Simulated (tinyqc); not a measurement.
Thin-film resistivity, exact integral against the thick limit.

Fuchs-Sondheimer for a film of thickness d, k = d/lam: rho0/rho = 1 - (3 (1 - ps)/(2 k)) int_1^infinity (t^-3 - t^-5)(1 - exp(-k t))/(1 - ps exp(-k t)) dt; thick limit rho/rho0 = 1 + 3 (1 - ps)/(8 k).

Parameters, values chosen for the exercise; metal values close to those of cobalt:
- rho0 = 6.03 uohm cm (bulk resistivity)
- lam = 11.5 nm (bulk mean free path)
- ps = 0 (specular share of surface scattering)

Thin-film resistivity, exact integral against the thick limit:
```
d (nm)        k  rho/rho0, exact  thick limit  error of the limit (%)  rho (uohm cm)
0.57    0.04957            7.776        8.566                    10.2          46.89
1.1     0.09565            4.925        4.920                 -0.0949          29.70
2.2      0.1913            3.178        2.960                   -6.86          19.16
4.2      0.3652            2.227        2.027                   -8.98          13.43
8.1      0.7043            1.658        1.532                   -7.58          9.998
16        1.391            1.327        1.270                   -4.33          8.002
31        2.696            1.159        1.139                   -1.72          6.989
59        5.130            1.079        1.073                  -0.530          6.505
120       10.43            1.037        1.036                  -0.129          6.255
```

rho/rho0 falls from 7.78 to 1.04. The error of the thick limit goes from 10 through a minimum of -9.0 (at d = 4.2 nm among the rows listed) to -0.13 %; it stays within 5 % for k of 1.391 and above among the rows listed. The change of sign at small k is a crossing of two different laws, not agreement.

Program tinyqc, `OMP_NUM_THREADS=1 python tinyqc.py 2100086 2100087 out.jsonl`; Intel Xeon 2.30GHz, shared host, one thread, about 0.01 s.
